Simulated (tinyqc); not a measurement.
From resistance per length back to drawn line width w: size effects in the resistivity of thin metal films and interconnect lines. Computed by tinyqc, a small Python program. Command: `OMP_NUM_THREADS=1 python tinyqc.py 3013353 3013354 out.jsonl size inv`. One thread of a shared host (Intel(R) Xeon(R) Processor @ 2.30GHz), about 0.01 s of CPU time with the checks.

Electrons lose their drift at surfaces (a share 1 - p of the hits) and at grain boundaries (reflection R), besides bulk scattering. The line sits in a trench with a non-conducting liner on both walls and the bottom; the spacing equals the drawn width.

Inputs (values chosen for the exercise, modelled on gold): bulk resistivity rho_b = 2.17 microohm cm; bulk mean free path lambda = 38.8 nm; specularity p = 0; grain-boundary reflection R = 0.41; grain size over metal width = 0.98; aspect ratio (height over width) = 1.6; liner thickness t = 0.9 nm; line length = 13 micrometre; permittivity of the dielectric k = 3.6.

Geometry: line.

Constants: eps_0 = 8.8541878128e-12 F/m.

Method:
- Metal width w_m = w - 2t, height h_m = (aspect ratio) w - t, grain size D = (ratio) w_m.
- Mayadas-Shatzkes: alpha = (lambda/D) R/(1 - R); rho_b/rho = 1 - 3 alpha/2 + 3 alpha^2 - 3 alpha^3 ln(1 + 1/alpha).
- Fuchs-Sondheimer film: rho_b/rho = 1 - (3/(2 kappa))(1 - p) int_0^1 (s - s^3)(1 - exp(-kappa/s))/(1 - p exp(-kappa/s)) ds, f = rho/rho_b, kappa = thickness/lambda, 80 Gauss-Legendre points.
- Line: the excess of a film of thickness w_m and of a film of thickness h_m are added, rho/rho_b = 1 + (f(w_m) - 1) + (f(h_m) - 1), an estimate that holds best when both sides exceed lambda.
- Total: rho = rho_b [1 + surface excess + grain excess]; resistance per length rho/(w_m h_m); capacitance per length C = 2 k eps_0 (aspect ratio + 1/2), a parallel-plate estimate for two neighbours plus a fixed term for the planes above and below; delay 0.38 R C L^2; effective resistivity per drawn area.

Problem. A run gave the result below. Find the drawn line width w, known to lie between 94 and 250 nm.

resistance per length = 0.9733373 ohm/micrometre

Solution.

Each step takes the trial c = (a f_b - b f_a)/(f_b - f_a), f being the result less the target and a, b, c the logarithms of the listed values; c replaces end b, the old b replaces a if the sign of f changed, and otherwise f_a is halved.

Scan of the range:
```
drawn line width w (nm)  resistance per length (ohm/micrometre)
94                                                      2.69851
111                                                     1.80023
130                                                     1.23425
153                                                     0.84223
180                                                     0.57901
212                                                     0.39944
250                                                     0.27631
```

False position (Illinois rule, in the logarithm of the input) inside the bracket:
```
step    end a    end b    trial  resistance per length (ohm/micrometre)
1     130.000  153.000  144.887                                0.956333
2     130.000  144.887  143.087                                0.984731
3     144.887  143.087  143.807                                0.973233
4     143.087  143.807  143.800                                0.973337
5     143.087  143.800  143.800                                0.973338
6     143.800  143.800  143.800                                0.973337
```

Resistance per length falls at every point of a 13-point scan of the range (every second point is shown), so one value fits; it is bracketed by 130 and 153. Answer: drawn line width w = 143.8 nm.
